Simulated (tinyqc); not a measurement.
Splitting and spin direction around the circle: two-dimensional electron gas with Rashba and Dresselhaus coupling.

H = c k^2/m + al (ky sx - kx sy) + b1 (kx sx - ky sy) + gam kx ky (kx sy - ky sx), s the Pauli matrices, x = [100], c = hbar^2/2m0, b1 = gam (pi/L)^2 (hard walls). H = c k^2/m + B.s, so E = c k^2/m -/+ |B| and the lower state has its spin along -B.

Constants: hbar^2/2m0 = 3.80998211 eV angstrom^2.

Values chosen for the exercise (of the size met in GaAs; not measured data):

| symbol | value | unit | meaning |
|---|---|---|---|
| m | 0.0714 | m0 | mass |
| al | 0.015 | eV angstrom | Rashba constant |
| gam | 13 | eV angstrom^3 | bulk Dresselhaus constant |
| L | 142 | angstrom | width of the (001) well |
| n | 2.5 | 1e11/cm^2 | sheet density (one subband filled) |

At |k| = k0 = sqrt(2 pi n), 1e11/cm^2 = 1e-5/angstrom^2.

Around the circle:

| phi (deg) | Bx (meV) | By (meV) | splitting (meV) | lower spin (deg) |
|---|---|---|---|---|
| 0.0 | 0.0797 | -0.1880 | 0.4084 | 113.0 |
| 22.5 | 0.1422 | -0.1958 | 0.4840 | 126.0 |
| 45.0 | 0.1803 | -0.1803 | 0.5099 | 135.0 |
| 67.5 | 0.1958 | -0.1422 | 0.4840 | 144.0 |
| 90.0 | 0.1880 | -0.0797 | 0.4084 | 157.0 |
| 112.5 | 0.1515 | 0.0017 | 0.3031 | -179.3 |
| 135.0 | 0.0856 | 0.0856 | 0.2421 | -135.0 |
| 157.5 | 0.0017 | 0.1515 | 0.3031 | -90.7 |

What does the comparison show?

The splitting runs from 0.2421 meV at 135 to 0.5099 meV at 45 degrees. Along [110] it is 2 k |al + b1 - 2 b3| and along [-110] 2 k |al - b1 + 2 b3|, b3 = gam k^2/4. From 0 to 90 degrees the spin turns with k (+44 degrees), the sense of the Rashba term.

Program tinyqc; command `OMP_NUM_THREADS=1 python tinyqc.py 1481070 1481071 out.jsonl`; about 0.01 s on one thread of a shared Intel(R) Xeon(R) Processor @ 2.30GHz.
